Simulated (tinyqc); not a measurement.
# Trench capacitor in an array: capacitance, non-linearity, leakage and relaxation: effects of single changes

A film between two metal electrodes, each interface adding a series capacitance ci. The small-signal permittivity is ek (1 + aq E^2); the field is found with the linear permittivity. Leakage J = J0 sinh(E/Ef). After a voltage step the film passes a relaxation current kr C V tt^(-nr), tt being the time in seconds. The sidewall is a coaxial capacitor with radii a = dm/2 - t and b = dm/2, depth AR dm; the end face is left out.

Inputs (values chosen for the exercise); permittivity of the order of that of hafnium oxide:
```
symbol    value       unit                                                             meaning
ek         22.3                                              relative permittivity of the film
t            15         nm                                                      film thickness
ci         1000    uF/cm^2  capacitance of each electrode interface (dead layer and screening)
aq       0.0063  cm^2/MV^2                     quadratic field coefficient of the permittivity
V           0.9          V                                                                bias
nr        0.962                                             exponent of the relaxation current
kr      0.00099                                                     strength of the relaxation
J0      6.9e-10     A/cm^2                                                   leakage prefactor
Ef         0.31      MV/cm                             field for an e-fold rise of the leakage
dm           66         nm                                                diameter of the hole
AR           50                                              aspect ratio, depth over diameter
pt          120         nm                                           pitch of the square array
rho         340    uohm cm                                  resistivity of the inner electrode
t0         2e-8          s                                         duration of the write pulse
```

Constants: eps0 = 8.8541878128e-14 F/cm where lengths are in cm. Results are converted to the units shown.

Each table varies one quantity; the others keep the values above.

## Capacitance, non-linearity and leakage against thickness

Planar film: Cf = eps0 ek/t, 1/C = 1/Cf + 2/ci, EOT = 3.9 eps0/C, effective permittivity C t/eps0, E = (V/t) C/Cf; quadratic coefficient [C(V)/C - 1]/V^2 with Cf (1 + aq E^2) in C(V).

Capacitance, non-linearity and leakage against thickness:

| t (nm) | C (uF/cm^2) | EOT (nm) | effective permittivity | E (MV/cm) | quadratic coefficient (ppm/V^2) | J (A/cm^2) |
|---|---|---|---|---|---|---|
| 2.5 | 7.775 | 0.4441 | 21.95 | 3.544 | 9.605e4 | 3.183e-5 |
| 3.7 | 5.280 | 0.6540 | 22.06 | 2.407 | 4.456e4 | 8.120e-7 |
| 5.5 | 3.564 | 0.9688 | 22.14 | 1.625 | 2.038e4 | 6.515e-8 |
| 8.2 | 2.396 | 1.441 | 22.19 | 1.092 | 9235 | 1.169e-8 |
| 12 | 1.640 | 2.106 | 22.23 | 0.7475 | 4332 | 3.816e-9 |
| 18 | 1.095 | 3.155 | 22.25 | 0.4989 | 1932 | 1.656e-9 |
| 27 | 0.7302 | 4.729 | 22.27 | 0.3328 | 860.4 | 8.916e-10 |
| 40 | 0.4931 | 7.002 | 22.28 | 0.2248 | 392.6 | 5.453e-10 |
| 60 | 0.3289 | 10.50 | 22.29 | 0.1499 | 174.7 | 3.468e-10 |

Read the table: what changes, and by how much?

C falls from 7.78 to 0.329 uF/cm^2 while the effective permittivity goes from 22.0 to 22.3 (ek = 22.3). EOT is a straight line in t with slope 3.9/ek = 0.175 and intercept 0.00691 nm. The quadratic coefficient goes as t^(-1.96) between the first two rows and t^(-2.00) between the last two (-2 without interfaces), and J falls by 4.96 decades. For t = 2.5, 3.7 direct tunnelling, left out, would add to the leakage.

## Cell against the film thickness

Per length 1/c = ln(b/a)/(2 pi eps0 ek) + (1/a + 1/b)/(2 pi ci); cell capacitance c AR dm; per footprint over pt^2; fields c V/(2 pi eps0 ek r) at r = a and b; resistance of the inner electrode rho AR dm/(pi a^2); time constant R C/3 of the distributed line.

Cell against the film thickness:

| t (nm) | cell capacitance (fF) | per footprint (uF/cm^2) | field at a (MV/cm) | field at b (MV/cm) | R (kohm) | R C/3 (ps) |
|---|---|---|---|---|---|---|
| 5 | 24.72 | 171.7 | 1.941 | 1.647 | 4.555 | 37.54 |
| 6.6 | 18.24 | 126.6 | 1.519 | 1.215 | 5.124 | 31.15 |
| 8.6 | 13.50 | 93.73 | 1.216 | 0.8991 | 5.999 | 26.99 |
| 11 | 10.06 | 69.86 | 1.005 | 0.6702 | 7.379 | 24.74 |
| 15 | 6.735 | 46.77 | 0.8226 | 0.4487 | 11.02 | 24.75 |
| 19 | 4.763 | 33.08 | 0.7480 | 0.3173 | 18.22 | 28.93 |
| 25 | 2.883 | 20.02 | 0.7922 | 0.1920 | 55.80 | 53.62 |

Read the table: what changes, and by how much?

As t goes from 5 to 25, the cell capacitance falls from 24.7 to 2.88 fF, the capacitance per footprint falls from 172 to 20.0 uF/cm^2, the ratio of the two fields rises from 1.18 to 4.12 and R C/3 goes from 37.5 through a minimum of 24.7 (at t = 11 among the rows listed) to 53.6 ps; the time constant goes as t^(-0.67) between the first two rows and t^(2.25) between the last two.

## Charge lost after writing

Planar film: Cf = eps0 ek/t, 1/C = 1/Cf + 2/ci, EOT = 3.9 eps0/C, effective permittivity C t/eps0, E = (V/t) C/Cf. A capacitor written for t0 and then left open loses, as a share of C V, kr (tt^(1 - nr) - t0^(1 - nr))/(1 - nr) by relaxation and J tt/(C V) by leakage; both are taken as small, and rows far outside that range are left out.

The same in every row: leakage current (nA/cm^2) = 2.328.

Charge lost after writing:

| tt (s) | relaxation current (nA/cm^2) | loss by relaxation (%) | loss by leakage (%) | total loss (%) |
|---|---|---|---|---|
| 1e-6 | 6.920e5 | 0.2129 | 1.970e-7 | 0.2129 |
| 1e-5 | 7.553e4 | 0.3538 | 1.970e-6 | 0.3538 |
| 0.0001 | 8243 | 0.5076 | 1.970e-5 | 0.5076 |
| 0.001 | 899.7 | 0.6755 | 1.970e-4 | 0.6757 |
| 0.01 | 98.20 | 0.8587 | 0.001970 | 0.8607 |
| 0.1 | 10.72 | 1.059 | 0.01970 | 1.078 |
| 1 | 1.170 | 1.277 | 0.1970 | 1.474 |
| 10 | 0.1277 | 1.515 | 1.970 | 3.485 |

What does the comparison show?

The two currents are equal at tt = 0.489 s. The loss by relaxation grows from 0.213 to 1.52 %, by 0.141 points over the first decade and 0.238 over the last, while the loss by leakage grows tenfold a decade. Leakage is the larger loss for tt = 10 s.

tinyqc, about 0.01 s, one thread, Intel Xeon 2.30GHz (shared host): `OMP_NUM_THREADS=1 python tinyqc.py 2102043 2102044 out.jsonl`
